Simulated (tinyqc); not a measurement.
Q-state Potts model on a small periodic square lattice: enumeration, Metropolis, heat-bath and Wolff steps. From <m> back to temperature T. Computed by tinyqc, a small Python program. Command: `OMP_NUM_THREADS=1 python tinyqc.py 3110249 3110250 out.jsonl potts inv`. One thread of a shared host (Intel(R) Xeon(R) Processor @ 2.30GHz), about 0.02 s of CPU time with the checks.

E = -J x (number of nearest-neighbour bonds with equal states); n x n sites with periodic edges have 2 n^2 bonds. Order parameter m = (q f - 1)/(q - 1), f being the largest share of one state. Sites are numbered row by row from 0. Here q = 2 and n = 4.

Inputs (values chosen for the exercise, for a model of domains or grain orientations): number of states q = 2; edge n = 4; coupling J = 31 meV.

Constants: k_B = 8.617333262e-05 eV/K.

Method:
- K = J/(k_B T); the infinite square lattice orders at K_c = ln(1 + sqrt(q)); Wolff bond probability p = 1 - exp(-K).
- All q^(n^2) states are counted by their number b of equal bonds; weights g(b) exp(K b), K = J/(k_B T). Per site: u = -J <b>/n^2, c/k_B = K^2 (<b^2> - <b>^2)/n^2.
- The same sums with m: <m> and the Binder ratio U = 1 - <m^4>/(3 <m^2>^2).

Problem. A run gave the result below. Find the temperature T, known to lie between 350 and 510 K.

<m> = 0.796536

Solution.

Each step takes the trial c = (a f_b - b f_a)/(f_b - f_a), f being the result less the target and a, b, c the logarithms of the listed values; c replaces end b, the old b replaces a if the sign of f changed, and otherwise f_a is halved.

Scan of the range:
```
temperature T (K)       <m>
350                0.930675
373                0.901038
397                0.863358
422                0.818347
450                0.764073
479                0.707497
510                0.650395
```

False position (Illinois rule, in the logarithm of the input) inside the bracket:
```
step    end a    end b    trial       <m>
1     422.000  450.000  433.037  0.797239
2     450.000  433.037  433.390  0.796556
3     450.000  433.390  433.410  0.796517
4     433.390  433.410  433.400  0.796536
```

<m> falls at every point of a 13-point scan of the range (every second point is shown), so one value fits; it is bracketed by 422 and 450. Answer: temperature T = 433.4 K.
